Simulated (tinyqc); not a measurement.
From mode Grueneisen parameter gamma back to p/omega_0^2: Raman shift of the zone-centre optical phonon of a diamond-structure crystal under stress. Computed by tinyqc, a small Python program. Command: `OMP_NUM_THREADS=1 python tinyqc.py 3016221 3016222 out.jsonl ramanstress inv`. One thread of a shared host (Intel(R) Xeon(R) Processor @ 2.30GHz), about 0.01 s of CPU time with the checks.

Axes x, y, z are the cube axes. Strain shifts the threefold optical mode and can split it; p, q and r are the phonon deformation potentials.

Inputs (values chosen for the exercise, modelled on diamond):
```
quantity                          value  unit
unstrained frequency omega_0       1333  1/cm
q/omega_0^2                        -1.8     -
C11                                1079   GPa
C12                               126.2   GPa
C44                               584.8   GPa
stress sigma (tension positive)  -0.089   GPa
```

Stress state: biaxial. Axis: [111].

Method:
- S11 = (C11 + C12)/D, S12 = -C12/D, D = (C11 - C12)(C11 + 2 C12), S44 = 1/C44.
- Equal biaxial stress in the plane normal to the axis (unit vector n): sigma_ij = sigma (delta_ij - n_i n_j).
- eps_xx = S11 sigma_xx + S12 (sigma_yy + sigma_zz), and cyclic; eps_xy = S44 sigma_xy/2 (tensor strain).
- gamma = -(p + 2q)/(6 omega_0^2); the mean of the three shifts is -gamma omega_0 x (volume strain).

Problem. A run gave the result below. Find the p/omega_0^2, known to lie between -4.5 and -1.9.

mode Grueneisen parameter gamma = 1.051167

Solution.

Each step takes the trial c = (a f_b - b f_a)/(f_b - f_a), f being the result less the target; c replaces end b, the old b replaces a if the sign of f changed, and otherwise f_a is halved.

Scan of the range:
```
p/omega_0^2  mode Grueneisen parameter gamma
-4.50                                1.35000
-4.07                                1.27833
-3.63                                1.20500
-3.20                                1.13333
-2.77                                1.06167
-2.33                                0.98833
-1.90                                0.91667
```

False position (Illinois rule) inside the bracket:
```
step  end a  end b     trial  mode Grueneisen parameter gamma
1     -2.77  -2.33  -2.70700                         1.051167
```

Mode Grueneisen parameter gamma falls at every point of a 13-point scan of the range (every second point is shown), so one value fits; it is bracketed by -2.77 and -2.33. The scan shows a straight line, so linear interpolation between any two rows gives the answer at once. Answer: p/omega_0^2 = -2.707.
